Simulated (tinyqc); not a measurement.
Exact and approximate size effects: heat flow across a film from the phonon Boltzmann equation in the relaxation-time approximation. Computed by tinyqc, a small Python program. Command: `OMP_NUM_THREADS=1 python tinyqc.py 3008101 3008102 out.jsonl slabbte walk`. One thread of a shared host (Intel(R) Xeon(R) Processor @ 2.30GHz), about 0.01 s of CPU time with the checks.

Two black walls, hot at x = 0 and cold at x = L, emit phonons isotropically. For one free path Lambda, with tau = x/Lambda, tau_L = L/Lambda and phi = (T - T_cold)/Delta T, energy balance gives phi(tau) = (1/2) [E2(tau) + int_0^tau_L phi(s) E1(|tau - s|) ds]; E_n are the exponential integrals. The flux over the ballistic flux C v Delta T/4 is psi = 1 - 2 int_0^tau_L phi(s) E2(s) ds, and kappa_eff/kappa = (3/4) tau_L psi. kappa = C v Lambda/3 is an input, so at fixed kappa a longer free path means a smaller C v.

Inputs (values chosen for the exercise, modelled on indium phosphide): free path Lambda_1 = 100 nm; free path Lambda_2 = 900 nm; share f_2 of kappa = 0.44.

Free-path groups: two.

Method:
- Cut the film into n equal cells with constant phi, collocated at the centres c_i: the kernel integrates to A_ij = |E2(|c_i - e_j|) - E2(|c_i - e_(j+1)|)|/2 for cell edges e_j, and A_ii = 1 - E2(half a cell); solve (1 - A) phi = E2(c)/2; psi = 1 - 2 sum_j phi_j [E3(e_j) - E3(e_(j+1))].
- Each group is solved on its own with 150 and 300 cells, psi = (4 psi(300) - psi(150))/3, and weighted by its share of kappa (f_1 is what the others leave); exchange of energy between groups inside the film is left out.
- Two-flux: kappa_eff/kappa = sum f_i/(1 + 4 Lambda_i/(3 L)). Matthiessen with the thickness: sum f_i/(1 + Lambda_i/L). Ballistic limit: sum f_i 3 L/(4 Lambda_i).

Kappa_eff/kappa:

| L (nm) | Boltzmann | two-flux | Matthiessen | ballistic limit |
|---|---|---|---|---|
| 3 | 0.013343 | 0.013420 | 0.017772 | 0.0137 |
| 10 | 0.042087 | 0.042706 | 0.055744 | 0.045667 |
| 25 | 0.095053 | 0.097401 | 0.12389 | 0.11417 |
| 60 | 0.18887 | 0.19475 | 0.2375 | 0.274 |
| 150 | 0.33596 | 0.34536 | 0.39886 | 0.685 |
| 400 | 0.51981 | 0.53 | 0.58338 | 1.8267 |
| 1000 | 0.68417 | 0.69412 | 0.74067 | 4.5667 |
| 2500 | 0.82118 | 0.82894 | 0.86199 | 11.417 |

What follows from these numbers?

The two-flux formula lies above the Boltzmann result by at most about 3.1 % (at L = 60 nm); the Matthiessen form is high by up to 33 %, since it misses the factor 3/4 of the ballistic limit. The thinnest film reaches 97 % of that limit, and the thickest, 25 Lambda_1, only 82 % of the bulk value: the long free paths keep the size effect alive far beyond Lambda_1. Rows below about 10 nm are near the phonon wavelength, where a particle picture fails.
